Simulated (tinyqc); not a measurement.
Inside a calculation: special k points of the square lattice. Values are carried at full precision from step to step, so a last printed digit may differ when a step is redone from the rounded ones.

Lattice vectors in units of a: a1 = (1, 0), a2 = (0, 1); reciprocal vectors b_i with a_i . b_j = 2 pi delta_ij. Mesh: k = sum_i f_i b_i with f_i = (2 j_i + shift)/(2 N), j_i = 0 .. N-1. The point group of the lattice has 8 operations; only those that map the mesh onto itself are used.

Values chosen for the exercise:
- N = 3 (points along each reciprocal vector)
- shift = 1 (half steps)
- D = 1.04 eV (half gap term)
- t = 1.36 eV (coupling)
- e0 = 2.77 eV (offset)

## Irreducible points and weights

Join points that an operation carries into one another (modulo reciprocal vectors); list each class by its first point in the order of (j1, j2, ...).

Irreducible points:
```
f1          f2  weight
0.1667  0.1667       4
0.1667  0.5000       4
0.5000  0.5000       1
```

operations that keep the mesh = 8
irreducible points = 3

The weights add up to 9 = N^2; symmetry saves a factor 3.0.

## Which stars the mesh integrates

A_m(k) = sum over the m-th star of lattice vectors R of cos(k . R), stars in order of length: m = 1: |R|^2 = 1, 4 vectors, such as (1, 0) in the basis a_i; m = 2: |R|^2 = 2, 4 vectors, such as (1, 1) in the basis a_i; m = 3: |R|^2 = 4, 4 vectors, such as (2, 0) in the basis a_i; m = 4: |R|^2 = 5, 8 vectors, such as (2, 1) in the basis a_i; m = 5: |R|^2 = 8, 4 vectors, such as (2, 2) in the basis a_i; m = 6: |R|^2 = 9, 4 vectors, such as (3, 0) in the basis a_i. The zone mean of every A_m is zero.

Lattice vectors in units of a: a1 = (1, 0), a2 = (0, 1); f are fractions of the reciprocal vectors. Evaluate the first six A_m at each irreducible point (k . R = 2 pi sum f_i n_i) and form the weighted means.

A_m at the points:
```
      m=1     m=2     m=3     m=4     m=5     m=6
1   2.000   1.000  -2.000  -2.000   1.000  -4.000
2  -1.000  -2.000   1.000   4.000  -2.000  -4.000
3  -4.000   4.000   4.000  -8.000   4.000  -4.000
```

weighted means: m=1 0.000, m=2 0.000, m=3 0.000, m=4 0.000, m=5 0.000, m=6 -4.000

The first star with a non-zero mean is m = 6 (|R|^2 = 9, mean -4.000): it holds vectors of the N-fold supercell, which the mesh cannot tell from R = 0.

## A zone average from the irreducible points

Test function, the lower band of a two-band insulator: E(k) = -sqrt(D^2 + (e0 - t A_1(k))^2).

Lattice vectors in units of a: a1 = (1, 0), a2 = (0, 1). Evaluate E at each point and take the weighted mean; the reference uses the unshifted mesh with N = 96.

E at the points (eV): -1.0412  -4.2589  -8.2756

weighted mean = -3.2751 eV
reference mean = -3.4904 eV

The error is +215.23 meV with 3 points.

## Checks

- Weighted mean over irreducible points against the plain mean over the whole mesh (eV): both -3.275127.
- Reference mean against a mesh of N = 102 (eV): both -3.4904.

Run: tinyqc, `OMP_NUM_THREADS=1 python tinyqc.py 1650561 1650562 out.jsonl`; Intel(R) Xeon(R) Processor @ 2.30GHz, one thread, shared host; about 0.09 s of CPU time with all checks.
